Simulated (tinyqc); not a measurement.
Reflectance across the plasma edge: free-carrier optics of a doped semiconductor (Drude model).

eps(E) = ei [1 - Ep^2/(E^2 + i E Gam)], with Ep^2 = 8 pi c (e^2/(4 pi eps0)) N/(m ei), c = hbar^2/2m0, N in 1/angstrom^3 (1e-24 per 1/cm^3); Gam = hbar/tau, tau = mu m m0/e with m0/e = 5.685630e-12 kg/C and mu in m^2/(V s). Energies in meV.

n + i k = sqrt(eps1 + i eps2) with k >= 0; R = ((n - 1)^2 + k^2)/((n + 1)^2 + k^2) at normal incidence from vacuum; alpha = 2 E k/(hbar c), times 1e8 for 1/cm; loss function Im(-1/eps) = eps2/(eps1^2 + eps2^2).

Constants: hbar^2/2m0 = 3.80998211 eV angstrom^2; e^2/(4 pi eps0) = 14.39964547 eV angstrom; hbar = 6.58211957e-16 eV s; hbar c = 1973.269805 eV angstrom.

Inputs chosen for the exercise (mass and dielectric values near those of Ge; N and mu are free inputs; interband absorption and the rise of the mass with filling are left out; the results hold for these values, not for the real material): N = 5.8e+17 1/cm^3 (carrier density); m = 0.132 m0 (conductivity mass); mu = 3100 cm^2/(V s) (mobility); ei = 15.56 (high-frequency dielectric constant).

Spectrum:
```
E (meV),eps1,eps2,R,alpha (1/cm)
2.0,-489.15,713.95,0.939,5.28e+03
5.9,-125.95,67.86,0.922,6.94e+03
9.9,-41.59,16.33,0.897,6.59e+03
13.8,-14.97,6.26,0.832,5.52e+03
16.8,-5.31,3.52,0.670,4.12e+03
19.7,0.26,2.20,0.181,1.97e+03
21.7,2.91,1.65,0.102,1.03e+03
24.7,5.76,1.12,0.175,583
29.6,8.71,0.65,0.245,333
39.5,11.70,0.28,0.300,162
98.7,14.94,0.02,0.347,23.1
```

Give the missing row, E (meV) = 59.2.

Computed row:
```
E (meV)   eps1  eps2      R  alpha (1/cm)
59.2     13.84  0.08  0.332          66.5
```

Ep = 19.7 meV and Gam = 2.8 meV. R is 0.939 at the lowest energy and lowest, 0.102, at 21.7 meV of those listed; without damping it would vanish at Ep sqrt(ei/(ei - 1)) = 20.4 meV. At the highest energy R is 0.347, against 0.355 for ei alone. Between the last two rows alpha goes as E^-2.07, where the Drude limit far above Ep and Gam is E^-2.

Run: tinyqc, `OMP_NUM_THREADS=1 python tinyqc.py 1680472 1680473 out.jsonl`; Intel(R) Xeon(R) Processor @ 2.30GHz, one thread, shared host; about 0.01 s of CPU time with all checks.
